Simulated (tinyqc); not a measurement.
Quantum point contact as a saddle point with Zeeman splitting: spin splitting of the first step.

Potential V0 - m wx^2 x^2/2 + m wy^2 y^2/2; energies are counted from V0. Mode n = 0, 1, ... transmits T_n(E) = 1/(1 + exp(-2 pi (E - E_n)/wx)), E_n = wy (n + 1/2) +/- Ez/2 for the two spins, Ez = gs muB B, muB = q hbar/(2 m0); each spin carries q^2/h.

g(T) = int g(E) (-df/dE) dE = int g(mu + x kB T) dx/(4 cosh^2(x/2)), g(E) the zero-temperature value at E, g = G/(2 q^2/h).

Parameters, values chosen for the exercise:

| symbol | value | unit | meaning |
|---|---|---|---|
| T | 1 | K | temperature |
| wy | 2.3 | meV | transverse quantum hbar wy |
| wx | 0.77 | meV | curvature of the barrier hbar wx |
| gs | 1.3 |  | size of the g factor |

Constants: q = 1.602176634e-19 C, kB = 1.380649e-23 J/K, hbar = 1.054571817e-34 J s, m0 = 9.1093837015e-31 kg, Vt = kB T/q. Results are converted to the units shown.

Spin splitting of the first step:
```
B (T)  Ez (meV)  g at mu = wy/2  dg/dmu there (1/meV)
0             0          0.5000                 1.582
2.3      0.1731          0.5000                 1.479
4.6      0.3461          0.5000                 1.214
6.9      0.5192          0.5000                0.8875
9.1      0.6848          0.5000                0.6006
11.4     0.8578          0.5000                0.3703
13.7      1.031          0.5000                0.2151
16        1.204          0.5000                0.1196
```

Read the table: what changes, and by how much?

At the middle of the first riser g stays near 1/2, while the slope falls from 1.58 to 0.120 1/meV. It is below a fifth of its zero-field value from B = 13.7 T on, where Ez = 1.03 meV exceeds the width of the riser, about 1/slope = 0.632 meV at zero field: a plateau at q^2/h has formed.

Range of the model: Orbital effects of the in-plane field and interactions (such as the 0.7 feature) are left out.

tinyqc, about 0.04 s, one thread, Intel Xeon 2.30GHz (shared host): `OMP_NUM_THREADS=1 python tinyqc.py 2740001 2740002 out.jsonl`
